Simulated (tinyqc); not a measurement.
# Worked calculation: metal-interlayer-semiconductor contact, depinning against tunnelling resistance

Numbers from tinyqc (`OMP_NUM_THREADS=1 python tinyqc.py 2270161 2270162 out.jsonl`; about 0.04 s on one thread of a shared Intel Xeon 2.30GHz). Printed values are rounded.

Zero bias, n-type semiconductor. Gap states at the semiconductor surface thin out as exp(-be ti), which unpins the barrier; electrons must then cross the interlayer (a rectangular barrier, no voltage drop across it) and the parabolic depleted layer, both by WKB. Energies E are counted from the Fermi level; no image force, parabolic bands.

Parameters, values chosen for the exercise; semiconductor values close to those of silicon; interlayer mass of the order of that in hafnium oxide, offset chosen freely: temperature T = 250 K; band gap Eg = 1.1 eV; relative permittivity eps_r = 11.8; electron affinity chi = 4.12 eV; conduction-band density of states at T Nc = 2.13e19 cm^-3; tunnelling mass in the semiconductor mt = 0.187 m0; Richardson mass mA = 2.01 m0; donor density Nd = 2.5e18 cm^-3; charge-neutrality level above the valence band E0 = 0.36 eV; pinning factor without interlayer S0 = 0.27; metal work function phiM = 4.33 eV; interlayer thickness ti = 1.7 nm; conduction-band offset of the interlayer above the semiconductor dE = 1.51 eV; tunnelling mass in the interlayer mi = 0.2 m0; decay constant of gap states through the interlayer be = 3.1 1/nm.

Constants: q = 1.602176634e-19 C, kB = 1.380649e-23 J/K, eps0 = 8.8541878128e-12 F/m, hbar = 1.054571817e-34 J s, h = 6.62607015e-34 J s, m0 = 9.1093837015e-31 kg, Vt = kB T/q, hbar^2/(2 m0) = 0.0380998212 eV nm^2. Results are converted to the units shown.

Range of the model: The depletion charge would drop about 0.036 V across such an interlayer (eps_r near 20) at ti = 1.7 nm and Nd = 2.5e18 cm^-3, against a band bending of 0.17 V; this model leaves that drop out.

## Pinning, barrier and scales

S = 1/(1 + (1/S0 - 1) exp(-be ti)); phiB = S (phiM - chi) + (1 - S)(Eg - E0); xi = Ec - EF deep inside, from Nd = Nc F(-xi/Vt), F(x) = (2/sqrt(pi)) int_0^infinity sqrt(u) du/(1 + exp(u - x)); band bending U = phiB - xi; E00 = (hbar/2) sqrt(Nd/(eps0 eps_r mt m0)) in volts; A = 4 pi q mA m0 kB^2/h^3.

S = 0.9862839
phiB = 0.2172695 eV
xi = 0.04526227 eV
U = 0.1720072 eV
E00 = 0.01976221 eV
A = 241.5482 A/(cm^2 K^2)

The interlayer moves the barrier from 0.597 eV to 0.217 eV; the unpinned limit is phiM - chi = 0.210 eV. E00/Vt = 0.917: by the usual rule of thumb (0.5 to 5) thermionic-field emission.

## Exponents and integrand on an energy grid

E, point 0 to 13 (eV): 0.05  0.07  0.09  0.11  0.13  0.15  0.17  0.19  0.21  0.23  0.25  0.27  0.29  0.31

With U = phiB - xi: for xi < E < phiB, y = (E - xi)/U and G1 = (U/E00) [sqrt(1 - y) - y ln((1 + sqrt(1 - y))/sqrt(y))], G1 = 0 above phiB; G2 = 2 ti sqrt(mi max(phiB + dE - E, 0)/C), C = hbar^2/(2 m0); f = 1/(1 + exp(E/Vt)); integrand exp(-G1 - G2) f.

```
point	G1	G2	f	integrand (1e-8)
0	7.988072	10.08867	0.08940647	0.126107
1	6.019946	10.02834	0.03735330	0.400541
2	4.557433	9.96764	0.01510326	0.742865
3	3.366207	9.90658	0.006023842	1.036517
4	2.375670	9.84513	0.002389332	1.177198
5	1.554186	9.78330	9.456321e-4	1.126976
6	0.888294	9.72108	3.739284e-4	0.922991
7	0.378763	9.65845	1.478102e-4	0.646544
8	0.050849	9.59542	5.841992e-5	0.377782
9	0.000000	9.53196	2.308841e-5	0.167384
10	0.000000	9.46809	9.124684e-6	0.070515
11	0.000000	9.40378	3.606102e-6	0.029719
12	0.000000	9.33903	1.425137e-6	0.012531
13	0.000000	9.27382	5.632158e-7	0.005286
```

## Contact resistivity

1/rho_c = (A T^2/Vt^2) I, with I the trapezoid sum of the integrand over the grid.

I = 1.355452e-9 eV
rho_c = 0.022681 ohm cm^2

A fine grid from xi upwards gives rho_c = 0.02252 ohm cm^2; the coarse value is 0.71 % above it. The integrand peaks at E = 0.13 eV, and 4.9 % of the current flows above phiB. Tunnelling through the interlayer costs a factor of 18400 at this barrier height; the bare contact (ti = 0) has rho_c = 0.718 ohm cm^2, so with the interlayer rho_c is 97 % below that.
